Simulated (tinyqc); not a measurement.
Worked calculation: rigid-ion and shell models of the dielectric response of an ionic crystal. Computed by tinyqc, a small Python program that keeps every step. Command: `OMP_NUM_THREADS=1 python tinyqc.py 3018452 3018453 out.jsonl shell walk`. One thread of a shared host (Intel(R) Xeon(R) Processor @ 2.30GHz), about 0.01 s of CPU time with the checks. Intermediate numbers are printed to about 6 digits and carried at full precision; extremes and crossings named in words are read from the listed rows.

Charges +Z and -Z; 6 nearest neighbours, Madelung constant M = 1.747565, volume per ion pair Omega = 2.000000 d^3. Energy per pair U = -M Z^2 e2/d + 6 A exp(-d/rho), e2 = e^2/(4 pi eps_0). In the shell model the anion is a core of charge Y - Z and a massless shell of charge -Y, joined by the spring k; the repulsion acts on the shell. Each ion feels the Lorentz field E + (4 pi/3) P (Gaussian units).

Inputs (values chosen for the exercise, for a model crystal):
```
quantity                       value           unit
nearest-neighbour distance d       3       angstrom
ionic charge Z                     1              e
hardness d/rho                  10.1              -
cation mass                      124              u
anion mass                     32.06              u
shell charge size Y             1.96              e
core-shell spring k             29.6  eV/angstrom^2
cation polarisability alpha_+    1.1     angstrom^3
film thickness t                  17             nm
```

Structure: rock salt.

Constants: e^2/(4 pi eps_0) = 14.39964548 eV angstrom; 1 eV/angstrom^3 = 160.2176634 GPa; nu for 1 eV/(angstrom^2 u) = 15.6333042 THz; 1 THz = 33.35640952 1/cm; eps_0 = 8.8541878128e-12 F/m; h x 1 THz = 4.135667696 meV.

## Equilibrium, bulk modulus and repulsive spring

Zero pressure fixes 6 A exp(-d/rho) = M Z^2 e2 rho/d^2. Then U = -(M Z^2 e2/d)(1 - rho/d), B = M Z^2 e2 (d/rho - 2)/(9 Omega d), and the spring of one sublattice against the other is R = (1/3) x (Laplacian of the repulsion summed over neighbours) = M Z^2 e2 (d/rho - 2)/(3 d^3), so R = 3 B Omega/d^2.

volume Omega = 54 angstrom^3

lattice energy U = -7.55760 eV/pair

bulk modulus B = 22.3987 GPa

repulsive spring R = 2.51643 eV/angstrom^2

## Rigid ions

With C = 4 pi Z^2 e2/(3 Omega): mu lambda_TO = R - C, mu lambda_LO = R + 2 C; eps_inf = 1 and eps_s = lambda_LO/lambda_TO. lambda in eV/(angstrom^2 u) gives the wavenumber 15.6333042 x 33.35640952 x sqrt(lambda); mu is the reduced mass.

Coulomb spring C = 1.11698 eV/angstrom^2

omega_TO, rigid ions = 122.225 1/cm

omega_LO, rigid ions = 225.190 1/cm

eps_s, rigid ions = 3.39448

## Shell model: electronic response

Eliminating the shell gives the anion polarisability alpha_- = Y^2 e2/(k + R), the Szigeti charge Z_S = Z - Y R/(k + R) and the softened spring R' = k R/(k + R). With b = 4 pi (alpha_+ + alpha_-)/(3 Omega): eps_inf = (1 + 2b)/(1 - b) (Clausius-Mossotti); Born charge Z* = Z_S (eps_inf + 2)/3.

anion polarisability alpha_- = 1.72241 angstrom^3

Szigeti charge Z_S = 0.846427 e

softened spring R' = 2.31926 eV/angstrom^2

b = 0.218935

eps_inf = 1.84091

Born charge Z* = 1.08368 e

Overlap pushes the shell back and lowers the effective charge to 85 % of Z; the local field then raises the Born charge to 108 % of Z.

## Shell model: lattice response

mu lambda_TO = R' - (4 pi e2/(3 Omega)) Z_S^2/(1 - b); mu lambda_LO = mu lambda_TO + 4 pi e2 Z*^2/(eps_inf Omega); eps_s = eps_inf lambda_LO/lambda_TO.

mu lambda_TO = 1.29470 eV/angstrom^2

omega_TO = 117.562 1/cm

omega_LO = 191.417 1/cm

eps_s = 4.88043

share of R' left after the dipole term = 0.558237

The dipole field cancels 44 % of the short-range spring.

## As a gate dielectric

Capacitance per area eps_0 eps_s/t; equivalent oxide thickness EOT = t x 3.9/eps_s; the surface optical mode against silicon (eps = 11.7) lies at omega_TO sqrt[(eps_s + 11.7)/(eps_inf + 11.7)], and its squared coupling to channel electrons scales as g = hbar omega_SO [1/(11.7 + eps_inf) - 1/(11.7 + eps_s)], with hbar omega = h c x wavenumber.

capacitance per area = 2.54189 fF/micrometre^2

equivalent oxide thickness = 13.5849 nm

surface optical mode = 130.089 1/cm

remote-phonon coupling g = 0.218358 meV

## From rigid to soft shells

The formulas are those given above.

Response against the core-shell spring:
```
k (eV/angstrom^2)  eps_inf       Z_S       Z*  omega_TO (1/cm)  omega_LO (1/cm)    eps_s
24                 1.98487  0.813994  1.08122          117.556          186.783  5.01091
30                 1.83284  0.848317  1.08382          117.562          191.694  4.87312
38                 1.70936  0.878267  1.08594          117.568          196.215  4.76122
53                 1.58260  0.911158  1.08811          117.574          201.456  4.64637
77                 1.48550  0.937972  1.08977          117.578          205.966  4.55841
120                1.41045  0.959742  1.09105          117.581          209.799  4.49044
240                1.34456  0.979662  1.09218          117.584          213.451  4.43076
890                1.29719  0.994474  1.09299          117.586          216.263  4.38787
```

From the stiffest to the softest shell eps_inf rises from 1.30 to 1.98 and Z_S falls from 0.99 to 0.81; omega_LO moves by -14 % and omega_TO by 0.0 %. Screening by eps_inf cuts the LO frequency, which rigid ions overstate (rigid ions: 225 per cm); eps_s goes from 4.39 to 5.01.

Checks made by the program: TO spring by direct elimination of the shell from the 2 x 2 energy matrix (relative difference below 1e-10); Szigeti's relation mu lambda_TO (eps_s + 2)/(eps_inf + 2) = R' (relative difference below 1e-10).
